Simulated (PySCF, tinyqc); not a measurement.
Worked calculation: CIS and TDHF on RHF in the 3-21g basis, for H3+, spin multiplicity 1. The lowest restricted solution is unstable here: a spin-polarised one lies 0.0023 hartree lower (PySCF). Computed by tinyqc, a small Python program that keeps every step (integrals from PySCF). Settings: charge = 1, multiplicity = 1, basis = 3-21g, method = RHF, energy threshold = 1e-10, iteration cap = 74, orthogonalisation = symmetric, start = atomic densities, DIIS depth = 6, TDHF = 1. Command: `OMP_NUM_THREADS=1 python tinyqc.py 31447 31448 out.jsonl` (the two numbers bound the seeds that draw the settings). One thread of a shared host (Intel(R) Xeon(R) Processor @ 2.60GHz), about 0.05 s of CPU time with the checks. The early iterations of the SCF are left out here.

## One-electron integrals

Geometry (angstrom):
```
atom,x,y,z
H,0.000000,0.000000,0.000000
H,0.000000,0.000000,1.148000
H,0.000000,0.000000,-1.148000
```

Basis 3-21g: exponents (1/bohr^2) and contraction coefficients of normalised primitives:
```
element,l (shell),exponent,coefficient
H,s (1),5.447178,0.156285
H,s (1),0.824547,0.904691
H,s (2),0.183192,1.000000
```

Overlap, kinetic and nuclear-attraction integrals over the contracted functions; the nuclear repulsion is the sum of Za Zb / Rab.

nuclear repulsion = 1.15238940 hartree

overlap S, lower triangle:
```
,1H 1s,1H 2s,2H 1s,2H 2s,3H 1s,3H 2s
1H 1s,1.000000
1H 2s,0.645899,1.000000
2H 1s,0.122983,0.317036,1.000000
2H 2s,0.317036,0.649807,0.645899,1.000000
3H 1s,0.122983,0.317036,0.000349,0.037642,1.000000
3H 2s,0.317036,0.649807,0.037642,0.178294,0.645899,1.000000
```

kinetic energy T (hartree), lower triangle:
```
,1H 1s,1H 2s,2H 1s,2H 2s,3H 1s,3H 2s
1H 1s,1.549405
1H 2s,0.293152,0.274788
2H 1s,-0.057160,0.075486,1.549405
2H 2s,0.075486,0.127244,0.293152,0.274788
3H 1s,-0.057160,0.075486,-0.001804,-0.015214,1.549405
3H 2s,0.075486,0.127244,-0.015214,-0.007327,0.293152,0.274788
```

nuclear attraction V (hartree), lower triangle:
```
,1H 1s,1H 2s,2H 1s,2H 2s,3H 1s,3H 2s
1H 1s,-2.642768
1H 2s,-1.376954,-1.546555
2H 1s,-0.259997,-0.619281,-2.412321
2H 2s,-0.663618,-0.973649,-1.228674,-1.345210
3H 1s,-0.259997,-0.619281,-0.000827,-0.073339,-2.412321
3H 2s,-0.663618,-0.973649,-0.073339,-0.275742,-1.228674,-1.345210
```

core Hamiltonian H = T + V (hartree), lower triangle:
```
,1H 1s,1H 2s,2H 1s,2H 2s,3H 1s,3H 2s
1H 1s,-1.093363
1H 2s,-1.083802,-1.271767
2H 1s,-0.317157,-0.543795,-0.862916
2H 2s,-0.588133,-0.846405,-0.935522,-1.070422
3H 1s,-0.317157,-0.543795,-0.002631,-0.088553,-0.862916
3H 2s,-0.588133,-0.846405,-0.088553,-0.283069,-0.935522,-1.070422
```

## Two-electron integrals

Functions are numbered as in S; the eight-fold symmetry (ij|kl) = (ji|kl) = (kl|ij) leaves the list below.

Two-electron integrals (ij|kl) in chemists' order, unique and non-zero (hartree):
```
i,j,k,l,(ij|kl)
1,1,1,1,1.140145
2,1,1,1,0.611403
2,1,2,1,0.345152
2,2,1,1,0.626370
2,2,2,1,0.380329
2,2,2,2,0.482957
3,1,1,1,0.097448
3,1,2,1,0.057542
3,1,2,2,0.067978
3,1,3,1,0.015481
3,2,1,1,0.170198
3,2,2,1,0.106604
3,2,2,2,0.143860
3,2,3,1,0.031829
3,2,3,2,0.082572
3,3,1,1,0.459249
3,3,2,1,0.293988
3,3,2,2,0.419961
3,3,3,1,0.097448
3,3,3,2,0.289656
3,3,3,3,1.140145
4,1,1,1,0.289656
4,1,2,1,0.164833
4,1,2,2,0.184098
4,1,3,1,0.031829
4,1,3,2,0.060426
4,1,3,3,0.170198
4,1,4,1,0.082572
4,2,1,1,0.362663
4,2,2,1,0.223052
4,2,2,2,0.292667
4,2,3,1,0.049373
4,2,3,2,0.115830
4,2,3,3,0.362663
4,2,4,1,0.115830
4,2,4,2,0.203928
4,3,1,1,0.293988
4,3,2,1,0.187125
4,3,2,2,0.265062
4,3,3,1,0.057542
4,3,3,2,0.164833
4,3,3,3,0.611403
4,3,4,1,0.106604
4,3,4,2,0.223052
4,3,4,3,0.345152
4,4,1,1,0.419961
4,4,2,1,0.265062
4,4,2,2,0.373772
4,4,3,1,0.067978
4,4,3,2,0.184098
4,4,3,3,0.626370
4,4,4,1,0.143860
4,4,4,2,0.292667
4,4,4,3,0.380329
4,4,4,4,0.482957
5,1,1,1,0.097448
5,1,2,1,0.057542
5,1,2,2,0.067978
5,1,3,1,0.007023
5,1,3,2,0.013602
5,1,3,3,0.037899
5,1,4,1,0.024270
5,1,4,2,0.033483
5,1,4,3,0.024473
5,1,4,4,0.037430
5,1,5,1,0.015481
5,2,1,1,0.170198
5,2,2,1,0.106604
5,2,2,2,0.143860
5,2,3,1,0.013602
5,2,3,2,0.028090
5,2,3,3,0.080099
5,2,4,1,0.045141
5,2,4,2,0.069204
5,2,4,3,0.051733
5,2,4,4,0.079804
5,2,5,1,0.031829
5,2,5,2,0.082572
5,3,1,1,0.000375
5,3,2,1,0.000205
5,3,2,2,0.000216
5,3,3,1,0.000033
5,3,3,2,0.000059
5,3,3,3,0.000160
5,3,4,1,0.000098
5,3,4,2,0.000125
5,3,4,3,0.000102
5,3,4,4,0.000146
5,3,5,1,0.000033
5,3,5,2,0.000059
5,3,5,3,1.25e-07
5,4,1,1,0.024018
5,4,2,1,0.014686
5,4,2,2,0.018711
5,4,3,1,0.001863
5,4,3,2,0.003740
5,4,3,3,0.010552
5,4,4,1,0.006248
5,4,4,2,0.009175
5,4,4,3,0.006813
5,4,4,4,0.010457
5,4,5,1,0.004066
5,4,5,2,0.009487
5,4,5,3,0.000008
5,4,5,4,0.001148
5,5,1,1,0.459249
5,5,2,1,0.293988
5,5,2,2,0.419961
5,5,3,1,0.037899
5,5,3,2,0.080099
5,5,3,3,0.230478
5,5,4,1,0.124052
5,5,4,2,0.197526
5,5,4,3,0.148865
5,5,4,4,0.230318
5,5,5,1,0.097448
5,5,5,2,0.289656
5,5,5,3,0.000160
5,5,5,4,0.031081
5,5,5,5,1.140145
6,1,1,1,0.289656
6,1,2,1,0.164833
6,1,2,2,0.184098
6,1,3,1,0.024270
6,1,3,2,0.045141
6,1,3,3,0.124052
6,1,4,1,0.075302
6,1,4,2,0.101322
6,1,4,3,0.079650
6,1,4,4,0.116958
6,1,5,1,0.031829
6,1,5,2,0.060426
6,1,5,3,0.000098
6,1,5,4,0.008170
6,1,5,5,0.170198
6,1,6,1,0.082572
6,2,1,1,0.362663
6,2,2,1,0.223052
6,2,2,2,0.292667
6,2,3,1,0.033483
6,2,3,2,0.069204
6,2,3,3,0.197526
6,2,4,1,0.101322
6,2,4,2,0.157825
6,2,4,3,0.126845
6,2,4,4,0.189929
6,2,5,1,0.049373
6,2,5,2,0.115830
6,2,5,3,0.000125
6,2,5,4,0.014210
6,2,5,5,0.362663
6,2,6,1,0.115830
6,2,6,2,0.203928
6,3,1,1,0.024018
6,3,2,1,0.014686
6,3,2,2,0.018711
6,3,3,1,0.004066
6,3,3,2,0.009487
6,3,3,3,0.031081
6,3,4,1,0.008170
6,3,4,2,0.014210
6,3,4,3,0.018079
6,3,4,4,0.020974
6,3,5,1,0.001863
6,3,5,2,0.003740
6,3,5,3,0.000008
6,3,5,4,0.000504
6,3,5,5,0.010552
6,3,6,1,0.006248
6,3,6,2,0.009175
6,3,6,3,0.001148
6,4,1,1,0.111678
6,4,2,1,0.067811
6,4,2,2,0.086108
6,4,3,1,0.012120
6,4,3,2,0.025649
6,4,3,3,0.074877
6,4,4,1,0.032824
6,4,4,2,0.052181
6,4,4,3,0.047259
6,4,4,4,0.066641
6,4,5,1,0.012120
6,4,5,2,0.025649
6,4,5,3,0.000038
6,4,5,4,0.003336
6,4,5,5,0.074877
6,4,6,1,0.032824
6,4,6,2,0.052181
6,4,6,3,0.003336
6,4,6,4,0.015353
6,5,1,1,0.293988
6,5,2,1,0.187125
6,5,2,2,0.265062
6,5,3,1,0.024473
6,5,3,2,0.051733
6,5,3,3,0.148865
6,5,4,1,0.079650
6,5,4,2,0.126845
6,5,4,3,0.096151
6,5,4,4,0.148655
6,5,5,1,0.057542
6,5,5,2,0.164833
6,5,5,3,0.000102
6,5,5,4,0.018079
6,5,5,5,0.611403
6,5,6,1,0.106604
6,5,6,2,0.223052
6,5,6,3,0.006813
6,5,6,4,0.047259
6,5,6,5,0.345152
6,6,1,1,0.419961
6,6,2,1,0.265062
6,6,2,2,0.373772
6,6,3,1,0.037430
6,6,3,2,0.079804
6,6,3,3,0.230318
6,6,4,1,0.116958
6,6,4,2,0.189929
6,6,4,3,0.148655
6,6,4,4,0.228488
6,6,5,1,0.067978
6,6,5,2,0.184098
6,6,5,3,0.000146
6,6,5,4,0.020974
6,6,5,5,0.626370
6,6,6,1,0.143860
6,6,6,2,0.292667
6,6,6,3,0.010457
6,6,6,4,0.066641
6,6,6,5,0.380329
6,6,6,6,0.482957
```

## Orthogonalisation

S = U s U^T; symmetric (Loewdin) form X = U s^(-1/2) U^T, so that X^T S X = 1.

eigenvalues of S: 0.099953  0.295949  0.404782  0.891212  1.525408  2.782696

X, lower triangle:
```
,1H 1s,1H 2s,2H 1s,2H 2s,3H 1s,3H 2s
1H 1s,1.260218
1H 2s,-0.573159,2.101084
2H 1s,0.012114,0.013843,1.240700
2H 2s,0.061029,-0.724717,-0.483816,1.599348
3H 1s,0.012114,0.013843,-0.008800,0.025033,1.240700
3H 2s,0.061029,-0.724717,0.025033,0.200984,-0.483816,1.599348
```

## Iteration 7 (converged): orbitals

converged F (hartree), lower triangle:
```
,1H 1s,1H 2s,2H 1s,2H 2s,3H 1s,3H 2s
1H 1s,-0.188636
1H 2s,-0.697564,-0.735354
2H 1s,-0.335995,-0.431650,-0.091710
2H 2s,-0.459406,-0.539249,-0.539044,-0.519841
3H 1s,-0.335995,-0.431650,-0.058525,-0.148658,-0.091710
3H 2s,-0.459406,-0.539249,-0.148658,-0.274215,-0.539044,-0.519841
```

Diagonalise F' = X^T F X, C = X C', fill 1 alpha and 1 beta electrons from the bottom; D = 2 C_occ C_occ^T. Each column has its largest component positive (the first on a tie).

F' = X^T F X (hartree), lower triangle:
```
,1,2,3,4,5,6
1,0.384150
2,-0.710441,0.046872
3,-0.127124,-0.142945,0.368416
4,-0.094375,-0.217409,-0.570649,0.011452
5,-0.127124,-0.142945,-0.012594,0.016660,0.368416
6,-0.094375,-0.217409,0.016660,-0.055216,-0.570649,0.011452
```

orbital energies (hartree): MO1 -0.897392, MO2 -0.384138, MO3 -0.054372, MO4 0.728883, MO5 0.831816, MO6 0.965962

coefficients C:
```
,MO1,MO2,MO3,MO4,MO5,MO6
1H 1s,0.269648,0.000000,0.225935,0.316863,0.000000,-1.303935
1H 2s,0.447475,0.000000,1.416658,0.042418,0.000000,1.893390
2H 1s,0.185064,0.252547,-0.131694,0.871290,0.919950,0.231584
2H 2s,0.156739,0.565284,-0.997423,-0.783497,-0.887484,-0.788347
3H 1s,0.185064,-0.252547,-0.131694,0.871290,-0.919950,0.231584
3H 2s,0.156739,-0.565284,-0.997423,-0.783497,0.887484,-0.788347
```

D after iteration 7, lower triangle:
```
,1H 1s,1H 2s,2H 1s,2H 2s,3H 1s,3H 2s
1H 1s,0.145420
1H 2s,0.241321,0.400467
2H 1s,0.099804,0.165623,0.068497
2H 2s,0.084528,0.140273,0.058013,0.049134
3H 1s,0.099804,0.165623,0.068497,0.058013,0.068497
3H 2s,0.084528,0.140273,0.058013,0.049134,0.058013,0.049134
```

## Convergence

Stop when the energy changes by less than 1e-10 hartree and every element of the error matrix X^T (F D S - S D F) X is below 3e-06.

Course of the cycle:
```
iteration,E (hartree),change,largest element of the error matrix
1,-0.68803397,-,6.66e-02
2,-1.16494969,-4.77e-01,1.56e-02
3,-1.16560213,-6.52e-04,2.99e-03
4,-1.16562587,-2.37e-05,1.01e-04
5,-1.16562590,-3.41e-08,1.04e-05
6,-1.16562590,-2.24e-10,2.05e-07
7,-1.16562590,-1.09e-13,1.37e-11
```

PySCF RHF in the same basis = -1.16562590 hartree

Converged in 7 iterations.

## Integrals over molecular orbitals

(pq|rs) = sum C_ip C_jq C_kr C_ls (ij|kl), one index at a time.

one-electron integrals over orbitals h = C^T H C (hartree), lower triangle:
```
,1,2,3,4,5,6
1,-1.420623
2,0.000000,-1.096583
3,-0.081347,0.000000,-0.805459
4,-0.059519,0.000000,0.095969,-0.054799
5,0.000000,-0.110980,0.000000,0.000000,0.069583
6,0.075643,0.000000,0.173382,0.045659,0.000000,-0.029452
```

Two-electron integrals over orbitals (pq|rs), unique and non-zero (hartree):
```
p,q,r,s,(pq|rs)
1,1,1,1,0.523231
2,1,2,1,0.120932
2,2,1,1,0.416689
2,2,2,2,0.431842
3,1,1,1,0.081347
3,1,2,2,-0.018513
3,1,3,1,0.082480
3,2,2,1,-0.100868
3,2,3,2,0.109511
3,3,1,1,0.416783
3,3,2,2,0.380791
3,3,3,1,0.027067
3,3,3,3,0.379054
4,1,1,1,0.059519
4,1,2,2,0.072000
4,1,3,1,-0.013372
4,1,3,3,0.045006
4,1,4,1,0.047778
4,2,2,1,0.067430
4,2,3,2,-0.051773
4,2,4,2,0.078032
4,3,1,1,-0.054671
4,3,2,2,-0.059722
4,3,3,1,0.006548
4,3,3,3,-0.034748
4,3,4,1,-0.030045
4,3,4,3,0.035723
4,4,1,1,0.415730
4,4,2,2,0.426032
4,4,3,1,-0.014628
4,4,3,3,0.371919
4,4,4,1,0.083033
4,4,4,3,-0.072142
4,4,4,4,0.446773
5,1,2,1,0.048634
5,1,3,2,-0.039139
5,1,4,2,0.056581
5,1,5,1,0.041706
5,2,1,1,0.079807
5,2,2,2,0.096802
5,2,3,1,-0.018064
5,2,3,3,0.056554
5,2,4,1,0.058820
5,2,4,3,-0.048746
5,2,4,4,0.115399
5,2,5,2,0.080934
5,3,2,1,-0.028935
5,3,3,2,0.014937
5,3,4,2,-0.046885
5,3,5,1,-0.032447
5,3,5,3,0.034637
5,4,2,1,0.157726
5,4,3,2,-0.143641
5,4,4,2,0.107784
5,4,5,1,0.079576
5,4,5,3,-0.048155
5,4,5,4,0.240457
5,5,1,1,0.401969
5,5,2,2,0.428209
5,5,3,1,-0.027714
5,5,3,3,0.368198
5,5,4,1,0.086712
5,5,4,3,-0.071529
5,5,4,4,0.449100
5,5,5,2,0.118438
5,5,5,5,0.454433
6,1,1,1,-0.075643
6,1,2,2,-0.001067
6,1,3,1,-0.062331
6,1,3,3,-0.046967
6,1,4,1,-0.006926
6,1,4,3,-0.014518
6,1,4,4,0.002407
6,1,5,2,0.008152
6,1,5,5,0.008542
6,1,6,1,0.091088
6,2,2,1,0.028345
6,2,3,2,-0.016743
6,2,4,2,0.026979
6,2,5,1,0.018865
6,2,5,3,-0.018405
6,2,5,4,0.040622
6,2,6,2,0.014963
6,3,1,1,-0.117856
6,3,2,2,-0.047017
6,3,3,1,-0.056420
6,3,3,3,-0.065652
6,3,4,1,-0.028467
6,3,4,3,0.013234
6,3,4,4,-0.052518
6,3,5,2,-0.028410
6,3,5,5,-0.045491
6,3,6,1,0.072274
6,3,6,3,0.081381
6,4,1,1,-0.026292
6,4,2,2,0.025790
6,4,3,1,-0.043763
6,4,3,3,-0.002210
6,4,4,1,0.021261
6,4,4,3,-0.010225
6,4,4,4,0.029973
6,4,5,2,0.026077
6,4,5,5,0.039027
6,4,6,1,0.028603
6,4,6,3,0.021941
6,4,6,4,0.033232
6,5,2,1,0.046583
6,5,3,2,-0.046936
6,5,4,2,0.034187
6,5,5,1,0.026335
6,5,5,3,-0.012565
6,5,5,4,0.074051
6,5,6,2,0.009390
6,5,6,5,0.026450
6,6,1,1,0.543251
6,6,2,2,0.373755
6,6,3,1,0.136341
6,6,3,3,0.425620
6,6,4,1,0.048981
6,6,4,3,-0.030625
6,6,4,4,0.377791
6,6,5,2,0.052048
6,6,5,5,0.356566
6,6,6,1,-0.155157
6,6,6,3,-0.172638
6,6,6,4,-0.063726
6,6,6,6,0.671097
```

## CIS matrix, singlets

A(ia,jb) = (e_a - e_i) d_ij d_ab + 2 (ia|jb) - (ij|ab).

CIS matrix A, singlet (hartree), lower triangle:
```
,1>2,1>3,1>4,1>5,1>6
1>2,0.338430
1>3,0.000000,0.591196
1>4,0.000000,0.027926,1.306101
1>5,0.017462,0.000000,0.000000,1.410651
1>6,0.000000,-0.006805,0.012441,0.000000,1.502278
```

## CIS singlet states

dipole integrals <i|r|a> (bohr):
```
,x,y,z
1>2,0.000000,0.000000,1.524147
1>3,0.000000,0.000000,0.000000
1>4,0.000000,0.000000,0.000000
1>5,0.000000,0.000000,0.027361
1>6,0.000000,0.000000,0.000000
```

Diagonalise A (1 hartree = 27.211386 eV); each vector has its largest component positive (the first on a tie). The transition dipole is mu = sqrt2 sum c_ia <i|r|a>.

singlet excitation energies (eV): 9.201421  16.056038  35.549886  38.393513  40.901219

lowest vectors:
```
,state 1,state 2,state 3,state 4,state 5
1>2,0.999867,0.000000,0.000000,0.016279,0.000000
1>3,0.000000,0.999203,0.039528,0.000000,-0.005542
1>4,0.000000,-0.039108,0.997294,0.000000,0.062245
1>5,-0.016279,0.000000,0.000000,0.999867,0.000000
1>6,0.000000,0.007988,-0.061978,0.000000,0.998046
```

oscillator strengths 2/3 w |mu|^2: 1.046472  0.000000  0.000000  0.005120  0.000000

## TDHF (RPA) singlet states

B(ia,jb) = 2 (ia|jb) - (ib|ja); the squared energies are the eigenvalues of (A - B)(A + B); 1 hartree = 27.211386 eV.

TDHF matrix B, singlet (hartree), lower triangle:
```
,1>2,1>3,1>4,1>5,1>6
1>2,0.120932
1>3,0.000000,0.082480
1>4,0.000000,-0.013372,0.047778
1>5,0.048634,0.000000,0.000000,0.041706
1>6,0.000000,-0.062331,-0.006926,0.000000,0.091088
```

squared energies w^2 (hartree^2): 0.099097  0.339047  1.704229  1.984890  2.245331

TDHF energies from the positive w^2 (eV): 8.566060  15.844575  35.523407  38.337069  40.774710

## CIS matrix, triplets

A(ia,jb) = (e_a - e_i) d_ij d_ab - (ij|ab).

CIS matrix A, triplet (hartree), lower triangle:
```
,1>2,1>3,1>4,1>5,1>6
1>2,0.096565
1>3,0.000000,0.426237
1>4,0.000000,0.054671,1.210545
1>5,-0.079807,0.000000,0.000000,1.327238
1>6,0.000000,0.117856,0.026292,0.000000,1.320103
```

## CIS triplet states

Diagonalise A (1 hartree = 27.211386 eV); each vector has its largest component positive (the first on a tie).

triplet excitation energies (eV): 2.487438  11.095024  32.799774  36.256236  36.566114

lowest vectors:
```
,state 1,state 2,state 3,state 4,state 5
1>2,0.997921,0.000000,0.000000,-0.064444,0.000000
1>3,0.000000,0.990002,0.029722,0.000000,0.137889
1>4,0.000000,-0.063290,0.967223,0.000000,0.245913
1>5,0.064444,0.000000,0.000000,0.997921,0.000000
1>6,0.000000,-0.126061,-0.252181,0.000000,0.959434
```

## TDHF (RPA) triplet states

B(ia,jb) = - (ib|ja); the squared energies are the eigenvalues of (A - B)(A + B); 1 hartree = 27.211386 eV.

TDHF matrix B, triplet (hartree), lower triangle:
```
,1>2,1>3,1>4,1>5,1>6
1>2,-0.120932
1>3,0.000000,-0.082480
1>4,0.000000,0.013372,-0.047778
1>5,-0.048634,0.000000,0.000000,-0.041706
1>6,0.000000,0.062331,0.006926,0.000000,-0.091088
```

squared energies w^2 (hartree^2): -0.008016  0.154497  1.449612  1.770546  1.795192

TDHF energies from the positive w^2 (eV): 10.695746  32.762465  36.207976  36.459111

A + B or A - B has a negative eigenvalue: the restricted solution is unstable towards a spin-polarised one, a negative w^2 means an imaginary energy, and the lowest roots have no physical meaning.
